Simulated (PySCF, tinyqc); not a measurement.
RHF in the 3-21g basis, for H2, spin multiplicity 1, step by step. The lowest restricted solution is unstable here: a spin-polarised one lies 0.0067 hartree lower (PySCF). One step of it, computed by the program tinyqc.

Question. Iteration 40 (converged): orbitals. Diagonalise F' = X^T F X, C = X C', fill 1 alpha and 1 beta electrons from the bottom; D = 2 C_occ C_occ^T. Each column has its largest component positive (the first on a tie).

converged F (hartree):
```
           1H 1s      1H 2s      2H 1s      2H 2s
1H 1s   0.279901  -0.357151  -0.242131  -0.310565
1H 2s  -0.357151  -0.256853  -0.310565  -0.319927
2H 1s  -0.242131  -0.310565   0.279901  -0.357151
2H 2s  -0.310565  -0.319927  -0.357151  -0.256853
```

X:
```
           1H 1s      1H 2s      2H 1s      2H 2s
1H 1s   1.240551  -0.483338   0.028902   0.027408
1H 2s  -0.483338   1.429593   0.027408  -0.413984
2H 1s   0.028902   0.027408   1.240551  -0.483338
2H 2s   0.027408  -0.413984  -0.483338   1.429593
```

Give: F' = X^T F X; orbital energies; coefficients C; D after iteration 40.

Answer.

F' = X^T F X (hartree):
```
        1       2       3       4
1   0.777  -0.627  -0.063  -0.128
2  -0.627   0.235  -0.128  -0.203
3  -0.063  -0.128   0.777  -0.627
4  -0.128  -0.203  -0.627   0.235
```

orbital energies (hartree): MO1 -0.455, MO2 0.102, MO3 1.177, MO4 1.201

coefficients C:
```
         MO1     MO2     MO3     MO4
1H 1s  0.216   0.180  -0.912   0.929
1H 2s  0.429   0.878   1.029  -0.660
2H 1s  0.216  -0.180   0.912   0.929
2H 2s  0.429  -0.878  -1.029  -0.660
```

D after iteration 40:
```
       1H 1s  1H 2s  2H 1s  2H 2s
1H 1s  0.093  0.185  0.093  0.185
1H 2s  0.185  0.368  0.185  0.368
2H 1s  0.093  0.185  0.093  0.185
2H 2s  0.185  0.368  0.185  0.368
```
